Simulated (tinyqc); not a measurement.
# From hole level before the anneal back to well width w

Model: interdiffusion of a quantum well during annealing: blurred potential and shift of the confined levels. Computed by tinyqc, a small Python program. Command: `OMP_NUM_THREADS=1 python tinyqc.py 3022579 3022580 out.jsonl qwi inv`. One thread of a shared host (Intel(R) Xeon(R) Processor @ 2.30GHz), about 0.02 s of CPU time with the checks.

A square well of width w is blurred by Fick diffusion with a constant coefficient; band offsets are linear in composition, masses are uniform, and strain and excitons are ignored.

Inputs (values chosen for the exercise, modelled on GaAs in AlGaAs):
```
quantity                value  unit
electron mass m_e      0.0693   m_0
hole mass m_h           0.395   m_0
conduction offset V_c    0.19    eV
valence offset V_v       0.14    eV
```

Constants: hbar^2/(2 m_0) = 3.80998212 eV angstrom^2.

Method. Square well, ground state: take the lowest root of k tan(k w/2) = kappa, k^2 = E/c, kappa^2 = (V - E)/c, c = hbar^2/(2m) with hbar^2/(2 m_0) in eV angstrom^2.

Question. A run gave the result below. Find the well width w, known to lie between 1.8 and 4.8 nm.

hole level before the anneal = 44.58352 meV

Answer.

Each step takes the trial c = (a f_b - b f_a)/(f_b - f_a), f being the result less the target and a, b, c the logarithms of the listed values; c replaces end b, the old b replaces a if the sign of f changed, and otherwise f_a is halved.

Scan of the range:
```
well width w (nm)  hole level before the anneal (meV)
1.80                                          71.4846
2.12                                          61.4896
2.50                                          51.8539
2.94                                          43.0989
3.46                                          35.2198
4.08                                          28.2817
4.80                                          22.4762
```

False position (Illinois rule, in the logarithm of the input) inside the bracket:
```
step    end a    end b    trial  hole level before the anneal (meV)
1     2.50000  2.94000  2.86028                             44.5236
2     2.50000  2.86028  2.85404                             44.6379
3     2.86028  2.85404  2.85700                             44.5835
4     2.85404  2.85700  2.85700                             44.5835
```

Hole level before the anneal falls at every point of a 13-point scan of the range (every second point is shown), so one value fits; it is bracketed by 2.50 and 2.94. Answer: well width w = 2.857 nm.

Caution: the well mass is used in the barriers too; a heavier barrier mass would lower these levels.
